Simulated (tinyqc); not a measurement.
UHF in the sto-3g basis, for BeH+, spin multiplicity 1, step by step. This run ends on a higher stationary point, not on the lowest solution. Computed by tinyqc, a small Python program that keeps every step (integrals from PySCF). Settings: charge = 1, multiplicity = 1, basis = sto-3g, energy threshold = 1e-09, iteration cap = 55, orthogonalisation = symmetric, start = core, DIIS depth = 6, DIIS from iteration = 3, method = UHF, break = 0.7. Command: `OMP_NUM_THREADS=1 python tinyqc.py 28025 28026 out.jsonl` (the two numbers bound the seeds that draw the settings). One thread of a shared host (Intel(R) Xeon(R) Processor @ 2.60GHz), about 0.2 s of CPU time with the checks.

Geometry (angstrom):
```
atom       x       y       z
Be    0.0000  0.0000  0.0000
H     0.0000  0.0000  1.8630
```

Stop when the energy changes by less than 1e-09 hartree and every element of the error matrix X^T (F D S - S D F) X (for each spin) is below 9e-06.

Course of the cycle:
```
iteration  E (hartree)     change  largest element of the error matrix
1           -14.279131          -                             1.25e-01
2           -14.555915  -2.77e-01                             3.70e-02
3           -14.581938  -2.60e-02                             2.33e-02
4           -14.592659  -1.07e-02                             1.59e-02
5           -14.602534  -9.88e-03                             5.27e-03
6           -14.602630  -9.57e-05                             4.72e-03
7           -14.603160  -5.30e-04                             3.12e-03
8           -14.603305  -1.46e-04                             2.76e-04
9           -14.603307  -1.38e-06                             6.91e-06
10          -14.603307  -1.40e-09                             1.93e-06
11          -14.603307  -2.17e-11                             3.53e-08
```

Can the last value be used, and what does the course show?

No, though the log alone does not show it. Converged in 11 iterations. But the solution lies 0.00959 hartree above the reference: it is another stationary point, not the lowest one. Reruns (cap 100 unless said): DIIS 8: converged in 10 to a higher stationary point; damping 0.5: converged in 66 to a higher stationary point; level shift 0.5: converged in 65 to a higher stationary point; atomic densities as start, DIIS 8: converged in 8 to a higher stationary point. PySCF UHF in the same basis, after a stability check = -14.612893 hartree.
